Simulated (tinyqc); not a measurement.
Anisotropic elasticity and sound waves of a cubic crystal. Changing the C44. Computed by tinyqc, a small Python program. Command: `OMP_NUM_THREADS=1 python tinyqc.py 3009561 3009562 out.jsonl cubicelastic sweep`. One thread of a shared host (Intel(R) Xeon(R) Processor @ 2.30GHz), about 0.01 s of CPU time with the checks.

Voigt order 1..6 = xx, yy, zz, yz, xz, xy, with engineering shear strains. The rotated frame has x' as named, z' along the wafer normal and y' = z' x x'.

Inputs (values chosen for the exercise, modelled on indium arsenide):
```
quantity                                value   unit
C11                                     82.09    GPa
C12                                     45.39    GPa
expansion coefficient of the film         4.6  ppm/K
expansion coefficient of the substrate    5.7  ppm/K
cooling Delta T                           100      K
```

Frame: (001) wafer, x' along [110].

direction cosines a (rows x', y', z' in the cube axes):
```
            x         y         z
x'   0.707107  0.707107  0.000000
y'  -0.707107  0.707107  0.000000
z'   0.000000  0.000000  1.000000
```

Method:
- S11 = (C11 + C12)/D, S12 = -C12/D, D = (C11 - C12)(C11 + 2 C12), S44 = 1/C44. Zener ratio A = 2 C44/(C11 - C12); S0 = S11 - S12 - S44/2; H = 2 C44 + C12 - C11.
- C'_ijkl = C12 delta_ij delta_kl + C44 (delta_ik delta_jl + delta_il delta_jk) - H sum_m a_im a_jm a_km a_lm.
- Invert C' to S'. E along x' = 1/S'11, along y' = 1/S'22; Poisson ratios nu(x'y') = -S'12/S'11 and nu(x'z') = -S'13/S'11; in-plane shear modulus 1/S'66.
- On cooling, a thick substrate imposes eps_1 = eps_2 = (alpha_film - alpha_substrate) Delta T and eps_6 = 0; the free surface sets sigma_3 = sigma_4 = sigma_5 = 0, which fixes eps_3, eps_4, eps_5. Biaxial modulus M = (sigma_1 + sigma_2)/(2 eps); energy density M eps^2. Elastic response and constant coefficients are assumed.

One run for each value:
```
C44 (GPa)  Zener ratio A  E along x' (GPa)  E along y' (GPa)  biaxial modulus M (GPa)  nu(x'y')  nu(x'z')
5.5                0.300              19.3              19.3                    77.29    0.7508    0.1378
7.7                0.420              25.7              25.7                    77.29    0.6677    0.1837
10.8               0.589              33.8              33.8                    77.29    0.5631    0.2416
15.1               0.823              43.4              43.4                    77.29    0.4381    0.3107
21.1               1.150              54.6              54.6                    77.29    0.2936    0.3906
29.5               1.608              66.9              66.9                    77.29    0.1342    0.4787
41.3               2.251              79.9              79.9                    77.29   -0.0332    0.5713
57.7               3.144              92.6              92.6                    77.29   -0.1978    0.6623
80.7               4.398             104.5             104.5                    77.29   -0.3524    0.7478
```

Over the rows, Zener ratio A rises from 0.300 to 4.40 (exponent d ln y / d ln x about 1.00 throughout); E along x' (GPa) rises from 19.3 to 105 (exponent d ln y / d ln x 0.86 between the first rows and 0.36 between the last); E along y' (GPa) rises from 19.3 to 105 (exponent d ln y / d ln x 0.86 between the first rows and 0.36 between the last); biaxial modulus M (GPa) does not change. The exponent of biaxial modulus M stays at 0: a (001) film is not sheared in the cube frame. The crystal is isotropic at C44 = (C11 - C12)/2 = 18.4 GPa.
